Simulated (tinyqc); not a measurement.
# Lossy on-chip transmission line with skin effect, step by step

tinyqc, about 0.01 s, one thread, Intel Xeon 2.30GHz (shared host): `OMP_NUM_THREADS=1 python tinyqc.py 2810201 2810202 out.jsonl` Printed values are rounded.

A uniform line in a homogeneous dielectric: c = sqrt(er)/(c0 Z0), l = Z0 sqrt(er)/c0 (c0 = 299792458 m/s), g = w c td, w = 2 pi f. The resistance joins its limits as r = sqrt(r_dc^2 + r_hf^2), with r_dc = rho/(wd th), r_hf = kr rho/(2 delta (wd + th)), delta = sqrt(rho/(pi f mu0)), mu0 = 4 pi 1e-7 H/m; this is an interpolation, and internal inductance, up to 0.05 nH/mm at low frequency, is neglected.

Values chosen for this exercise: width of the strip wd = 4.9 um; thickness of the strip th = 2.2 um; resistivity rho = 2.9 uohm cm; relative permittivity er = 2.7; loss tangent td = 0.02; lossless impedance sqrt(l/c) Z0 = 45 ohm; factor for crowding and the return path kr = 1.5; length len = 3.3 mm; source resistance Rg = 100 ohm; load resistance RL = 50 ohm; load capacitance CL = 100 fF; frequency f = 19 GHz.

## Line constants

delta, r_dc, r_hf, r, l, c and g as defined.

delta = 0.621788 um
r_dc = 2.69017 ohm/mm
r_hf = 4.92673 ohm/mm
r = 5.61335 ohm/mm
l = 0.246646 nH/mm
c = 121.800 pF/m
g = 0.290812 S/m

r is 2.09 times r_dc; the skin depth is 0.283 of the thickness.

## Propagation constant and impedance

gamma = sqrt((r + i w l)(g + i w c)) = alpha + i beta, Zc = sqrt((r + i w l)/(g + i w c)), roots with positive real part; loss 8.685889638 alpha in dB; phase velocity w/beta.

gamma len = 0.22660+2.16704i
Zc = 45.2381-3.8177i ohm
loss = 0.596434 dB/mm
phase velocity over c0 = 0.606401
r/(w l) = 0.190640

r is below w l; the low-loss estimate 8.686 (r/(2 Z0) + g Z0/2) gives 0.599 dB/mm.

## Reflection, input impedance and transfer

ZL = 1/(1/RL + i w CL); reflection (ZL - Zc)/(ZL + Zc); Zin = Zc (ZL + Zc tanh(gamma len))/(Zc + ZL tanh(gamma len)); H = V_load/V_source = [Zin/(Zin + Rg)]/[cosh(gamma len) + (Zc/ZL) sinh(gamma len)].

ZL = 36.8652-22.0049i ohm
reflection at the load = -0.029401-0.230764i
Zin = 60.5475-0.5493i ohm
H = -0.200028-0.169612i
|H| = -11.6254 dB
